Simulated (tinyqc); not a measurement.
Van der Pauw, Hall and four-point-probe measurements on a doped layer: one step of the calculation.

A uniform p-type layer with sheet resistance Rs = 1/(q ns mu), point contacts, low field (mu B small).

Problem. New z. The van der Pauw equation exp(-pi RA z) + exp(-pi RB z) = 1 is solved for z = 1/Rs: e1 = exp(-pi RA z), e2 = exp(-pi RB z), f = e1 + e2 - 1, f' = -pi (RA e1 + RB e2), z(new) = z - f/f'.

z at the start = 0.0099116853 mS
RA = 359.53830 ohm
RB = 44160.761 ohm

Give: e1; e2; f; f'; z after iteration 1.

Solution.

e1 = 0.9889
e2 = 0.2528
f = 0.2417
f' = -36.19 kohm
z after iteration 1 = 0.01659 mS

Computed by the program tinyqc: `OMP_NUM_THREADS=1 python tinyqc.py 2850197 2850198 out.jsonl`, one thread of a shared Intel Xeon 2.30GHz, about 0.04 s for the whole run.
